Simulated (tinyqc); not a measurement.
A chain with uneven site energies and dephasing by Buettiker voltage probes: one step of the calculation.

Sites 1 to 3 form a chain with hopping -t. Lead L joins site 1 and lead R site 3, both semi-infinite chains with hopping -t and site energy 0. Every site carries a probe with self-energy -i Gamma_p/2 that draws no net current. Linear response at zero temperature: mu_L = 1, mu_R = 0 in units of the bias.

Problem. Green function. Sigma = t^2 g(E), g(x) = (x - i sqrt(4 t^2 - x^2))/(2 t^2) for |x| < 2 t and (x - sign(x) sqrt(x^2 - 4 t^2))/(2 t^2) otherwise; Gamma = -2 Im Sigma; G = (E - H - Sigma_L - Sigma_R + i Gamma_p/2)^(-1).

Inputs (values chosen for the exercise):
- t = 1 eV (hopping (matrix element -t))
- U = [0.37, -1.04, -0.88] eV (site energies 1 to N)
- E = -1.26 eV (Fermi energy)
- gp = 0.92 eV (probe broadening Gamma_p)

Find: Sigma; Gamma; G.

Solution.

Sigma = -0.6300-0.7766i eV
Gamma = 1.553 eV

G (1/eV):
```
                 1               2               3
1  -0.1719-0.4386i  0.2857-0.2261i  0.1308+0.2575i
2   0.2857-0.2261i  0.0061-0.5794i  0.4491+0.0958i
3   0.1308+0.2575i  0.4491+0.0958i  0.0121-0.4430i
```

tinyqc, about 0.01 s, one thread, Intel Xeon 2.30GHz (shared host): `OMP_NUM_THREADS=1 python tinyqc.py 2700010 2700011 out.jsonl`
